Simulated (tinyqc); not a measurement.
Formation energy of a charged point defect from supercell energies: one step, computed by the program tinyqc. Command: `OMP_NUM_THREADS=1 python tinyqc.py 3010289 3010290 out.jsonl formation walk`. One thread of a shared host (Intel(R) Xeon(R) Processor @ 2.30GHz), about 0.01 s of CPU time with the checks.

The host is a compound AB. Making the defect adds n_A = -1, n_B = 0 atoms to the cell. All total energies are inputs. E_F is counted from the valence-band maximum (VBM); x = 0 is A-rich and x = 1 B-rich growth.

Problem. Chemical potentials. dmu_A = x dH and dmu_B = (1 - x) dH, so that dmu_A + dmu_B = dH; mu = mu(element) + dmu. The reservoir term is sum n_i mu_i.

Inputs (values chosen for the exercise, with gap and screening modelled on CdTe): mu_A of the pure element = -3.639 eV; formation enthalpy dH of AB = -0.679 eV; growth condition x = 0.78.

Defect: vacancy of A. Supercell lattice: sc.

Give: dmu_A; dmu_B; sum n_i mu_i.

Solution.

dmu_A = -0.52962 eV

dmu_B = -0.14938 eV

sum n_i mu_i = 4.16862 eV
